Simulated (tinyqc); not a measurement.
From results back to parameters: propagation of a band-gap error through k.p and effective-mass formulas. Two cases, with inputs chosen for the exercise.

Problem. A calculation returned the electron mass below. With 1/me = 1 + Ep (E + 2 Dso/3)/(E (E + Dso)) and the given Ep and Dso, which gap E did it have, and by what factor is exp(-E/2kT) off against the gap Eg?

Constants: kB = 8.617333262e-05 eV/K.

Case 1.

Values chosen (reference values near those of CdTe, gap at low temperature; shifted at random, so the results belong to these values and not to a real crystal): Eg = 1.63 eV (gap at Gamma to the s-like level); Dso = 0.893 eV (spin-orbit splitting); Ep = 19 eV (Kane energy); T = 400 K (temperature).

me = 0.0601241 m0

Case 2.

Values chosen (reference values near those of CdTe, gap at low temperature; shifted at random, so the results belong to these values and not to a real crystal): Eg = 1.606 eV (gap at Gamma to the s-like level); Dso = 0.926 eV (spin-orbit splitting); Ep = 18.8 eV (Kane energy); T = 77 K (temperature).

me = 0.0966872 m0

Find: X = 1/me - 1; E; log10 of the factor.
Solution. X E^2 + (X Dso - Ep) E - (2/3) Ep Dso = 0 has one positive root; the factor is exp((Eg - E)/2kT).

Case 1.

X = 1/me - 1 = 15.632
E = 1.027 eV
log10 of the factor = 3.80

Case 2.

X = 1/me - 1 = 9.343
E = 1.783 eV
log10 of the factor = -5.79

Computed by tinyqc, one run a case: `OMP_NUM_THREADS=1 python tinyqc.py N N+1 out.jsonl` with N = 1851042, 1851048; one thread of a shared Intel(R) Xeon(R) Processor @ 2.30GHz, about 0.01 s a run at most.
